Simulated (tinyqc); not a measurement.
Barrier width: Kronig-Penney superlattice by transfer matrices.

Wells (width a, potential 0, mass mw) alternate with barriers (width b, height V0, mass mb); period d = a + b; c = hbar^2/2m0. The vector (psi, psi'/m) is continuous, and a layer of thickness t carries it by M = [[cos kt, (m/k) sin kt], [-(k/m) sin kt, cos kt]] with k = sqrt(m (E - V)/c); for E < V, k = i kappa gives [[cosh, (m/kappa) sinh], [(kappa/m) sinh, cosh]] of kappa t. A Bloch state obeys cos(q d) = tr(Mb Mw)/2.

Constants: hbar^2/2m0 = 3.80998211 eV angstrom^2.

Values chosen for the exercise (near those of an InGaAs superlattice with barriers of InP; not measured data):
```
symbol  value                                  unit      meaning
a       54                                     angstrom  well width
V0      0.239                                  eV        barrier height
mw      0.0407                                 m0        mass in the wells
mb      0.0803                                 m0        mass in the barriers
bs      (8.5, 12.8, 17, 22.1, 27.2, 34, 42.5)  angstrom  barrier widths
```

First miniband against b. m_z = -2 c f'/d^2 with f = tr M/2 at the bottom of the band. E1 is the level of the single well, kappa1 its decay constant in the barrier.

First miniband:
```
b (angstrom)  bottom (eV)  top (eV)  W (meV)   ln W  m_z (m0)
8.5                0.0296    0.1888    159.2  5.070    0.0476
12.8               0.0399    0.1564    116.5  4.758    0.0518
17.0               0.0479    0.1352    87.29  4.469    0.0565
22.1               0.0555    0.1180    62.47  4.135    0.0633
27.2               0.0613    0.1065    45.26  3.813    0.0715
34.0               0.0669    0.0968    29.84  3.396    0.0856
42.5               0.0717    0.0896    17.95  2.888     0.110
```

E1 = 0.0798 eV
kappa1 = 0.0579 1/angstrom

W falls from 159.2 to 17.95 meV, and both edges close in on E1. The slope of ln W is -0.0727 per angstrom over the first two rows and -0.0598 over the last two, against -kappa1 = -0.0579: the width follows one power of the tunnelling amplitude once the wells couple weakly. m_z grows by a factor 2.3. Layers under about 10 angstrom are at the limit of envelope theory.

tinyqc: `OMP_NUM_THREADS=1 python tinyqc.py 1250896 1250897 out.jsonl`; about 0.2 s, one thread, shared Intel(R) Xeon(R) Processor @ 2.30GHz.
